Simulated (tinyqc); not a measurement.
From results back to parameters: linear model of a band gap against the share of exact exchange. Three cases, with inputs chosen for the exercise.

Problem. Gap and optical dielectric constant were computed at two shares alpha. They follow E = E0 + S alpha and eps = 1 + (e0 - 1)(EP/(EP + S alpha))^2.

Find: S; E0; EP; e0.

Method. The two gaps give S and E0. With q = sqrt((eps1 - 1)/(eps2 - 1)) = (EP + S alpha2)/(EP + S alpha1), EP = S (alpha2 - q alpha1)/(q - 1); e0 follows from either eps.

Case 1.

Values chosen (out of a larger set: of the order of those of SiO2; not measured data): al12 = (0.25, 0.3) (two shares of exact exchange).

gaps (eV): 8.31250  8.83300

eps: 2.215568  2.180008

Solution.

S = 10.41 eV
E0 = 5.71 eV
EP = 32.2 eV
e0 = 2.42

Case 2.

Values chosen (out of a larger set: of the order of those of Ge; not measured data): al12 = (0.15, 0.35) (two shares of exact exchange).

gaps (eV): 0.82400  1.81600

eps: 15.322327  12.820036

Solution.

S = 4.96 eV
E0 = 0.08 eV
EP = 9.1 eV
e0 = 17.76

Case 3.

Values chosen (out of a larger set: of the order of those of diamond; not measured data): al12 = (0.1, 0.35) (two shares of exact exchange).

gaps (eV): 4.95600  6.94600

eps: 6.094496  5.472785

Solution.

S = 7.96 eV
E0 = 4.16 eV
EP = 28.8 eV
e0 = 6.38

Computed by tinyqc, one run a case: `OMP_NUM_THREADS=1 python tinyqc.py N N+1 out.jsonl` with N = 1850499, 1850530, 1850548; one thread of a shared Intel(R) Xeon(R) Processor @ 2.30GHz, about 0.01 s a run at most.
